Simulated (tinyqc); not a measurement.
Resistive memory cell, filament-gap model with Joule heating: one step of the calculation.

A tunnelling gap g separates the tip of a filament from the electrode. I = I0 exp(-g/g0) sinh(Vd/V0), with Vd = V - I Rs on the device; T = T0 + Rth Vd I at once; the gap closes as dg/dt = -nu exp(-q Ea/(kB T)) sinh(al q Vd/(kB T)). All constants are fitting values of a compact model.

Task. Voltage on the device. I = I0 exp(-g/g0) sinh(Vd/V0); f = Vd + Rs I - V, f' = 1 + Rs (I0/V0) exp(-g/g0) cosh(Vd/V0), Vd(new) = Vd - f/f'.

Inputs (values chosen for the exercise): current scale I0 = 0.2 mA; tunnelling length g0 = 0.27 nm; voltage scale V0 = 0.36 V; series resistance Rs = 1000 ohm; pulse voltage V = 1.23 V.

Vd after iteration 1 = 1.0249682 V
g = 0.5 nm

Find: I; f'; Vd after iteration 2.

Result.

I = 269.6 uA
f' = 1.754
Vd after iteration 2 = 0.9881 V

tinyqc, about 0.05 s, one thread, Intel Xeon 2.30GHz (shared host): `OMP_NUM_THREADS=1 python tinyqc.py 2880062 2880063 out.jsonl`
